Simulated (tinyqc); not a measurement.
Schottky barrier on an n-type semiconductor with a doping step, non-linear Poisson equation by Newton steps: one step of the calculation.

One dimension, metal at x = 0, donor density C(x) = N1 for x < x1 and Nd beyond. Energies are counted from the electron Fermi level of the semiconductor and the conduction-band edge is Ec = -psi, so n = Nc exp(psi/Vt); holes follow the Fermi level of the metal, at -V, so p = Nv exp((V - psi - Eg)/Vt). Ends: psi(0) = V - phiB and psi = Vt ln(Nd/Nc) deep inside. Boltzmann statistics, full ionisation, no current, no image force in the Poisson equation.

Problem. Newton step. Solve the tridiagonal system a_(i-1) d_(i-1) + b_i d_i + a_i d_(i+1) = -F_i for nodes 1 to 8, with d = 0 on fixed nodes. Each component d is damped to sign(d) Vt ln(1 + |d|/Vt) before it is added.

Values chosen for this exercise: temperature T = 273 K.

Constants: q = 1.602176634e-19 C, kB = 1.380649e-23 J/K, Vt = kB T/q. Results are converted to the units shown.

coupling a_i, interval 0 to 8 (F/cm^2): 2.1213158e-7  1.7863712e-7  1.5197487e-7  1.2727895e-7  1.0832251e-7  9.0913536e-8  7.7138757e-8  6.5271256e-8  5.4743634e-8

```
node	diagonal b (F/cm^2)	residual F (C/cm^2)
1	-3.9088418e-7	8.4928250e-9
2	-3.3476877e-7	9.9350405e-9
3	-3.4936500e-7	-1.6493880e-9
4	-5.2332306e-7	-3.6384261e-9
5	-5.4295870e-7	-2.2988176e-11
6	-5.7518010e-7	~0
7	-6.2295431e-7	~0
8	-6.9066125e-7	~0
```

psi at the start, node 0 to 9 (V): -0.46000000  -0.37287482  -0.29248614  -0.23002193  -0.20077318  -0.20056096  -0.20056096  -0.20056096  -0.20056096  -0.20056096

Find: Newton step d, before damping; psi after iteration 1.

Solution.

Newton step d, before damping, node 1 to 8 (V): 0.05362  0.06979  0.02533  -0.00084  -0.00021  -0.00003  0.00000  0.00000
psi after iteration 1, node 0 to 9 (V): -0.4600  -0.3449  -0.2601  -0.2128  -0.2016  -0.2008  -0.2006  -0.2006  -0.2006  -0.2006

tinyqc, about 0.05 s, one thread, Intel Xeon 2.30GHz (shared host): `OMP_NUM_THREADS=1 python tinyqc.py 2020040 2020041 out.jsonl`

~0 in a residual or rate marks an entry under 1e-11 of the largest of its column.
